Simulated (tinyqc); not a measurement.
Gap and screening length from two transmissions.

Problem. At the source junction of a tunnel FET, T(w) = exp(-S), S = 2 pi lam sqrt(m/(C Eg)) [w + Eg/2 - sqrt(w (w + Eg))], C = hbar^2/(2 m0). Find Eg (between 0.1 and 3 eV) and lam.

Parameters, values chosen for the exercise:
- m = 0.028 m0 (band-edge mass of the two-band model)

Constants: q = 1.602176634e-19 C, hbar = 1.054571817e-34 J s, m0 = 9.1093837015e-31 kg, hbar^2/(2 m0) = 0.0380998212 eV nm^2. Results are converted to the units shown.

T(w) at w = 0.05 and 0.36 eV: [0.13140572, 0.49116829]

Answer. The ratio of the two exponents depends on Eg alone and falls steadily with it, which fixes Eg; either exponent then gives lam.

ratio of the two S = 2.855
Eg = 0.3450 eV
lam = 2.700 nm

Computed by the program tinyqc: `OMP_NUM_THREADS=1 python tinyqc.py 2620043 2620044 out.jsonl`, one thread of a shared Intel Xeon 2.30GHz, about 0.01 s for the whole run.
